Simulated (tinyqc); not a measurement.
Sputter depth profiling of a dopant layer: erosion rate, quantification and the mixing-roughness response: one step, computed by the program tinyqc. Command: `OMP_NUM_THREADS=1 python tinyqc.py 3014347 3014348 out.jsonl sims walk`. One thread of a shared host (Intel(R) Xeon(R) Processor @ 2.30GHz), about 0.07 s of CPU time with the checks.

A rastered ion beam erodes silicon (49.94 atoms per nm^3). The measured profile is the true one convolved with a depth response.

Problem. Measured shape. Mixing alone turns a layer at z0 into (1/w) exp(-(z - z0 + w)/w) for z > z0 - w; roughness adds a Gaussian of width sigma. With x = z - z0 + w: g(x) = (1/(2w)) exp(sigma^2/(2 w^2) - x/w) erfc((sigma/w - x/sigma)/sqrt2), and its integral G(x) = (1/2) erfc(-x/(sigma sqrt2)) - w g(x). Measured: C [G(x) - G(x - b)]. Find the maximum, the full width at half maximum and the deep point where the profile falls to C_B; far down, the trailing edge decays by w ln(10) per decade.

Inputs (values chosen for the exercise, modelled on a dopant in silicon under an oxygen or caesium beam):
```
quantity                               value    unit
roughness sigma                          1.1      nm
depth of the top edge z0                  24      nm
box width b                              4.9      nm
box concentration C                  5.3e+19  1/cm^3
level that defines the junction C_B    4e+16  1/cm^3
```

True profile: box.

mixing length w = 1.311450 nm

Give: depth of the maximum; peak concentration; full width at half maximum; apparent junction depth; trailing slope.

Solution.

depth of the maximum = 26.330 nm

peak concentration = 4.6284e+19 1/cm^3

full width at half maximum = 5.3340 nm

apparent junction depth = 37.446 nm

trailing slope = 3.0197 nm/decade

The true deep edge lies at 28.9 nm, so the junction appears 8.55 nm too deep. The peak reaches 87.3 % of the true concentration.
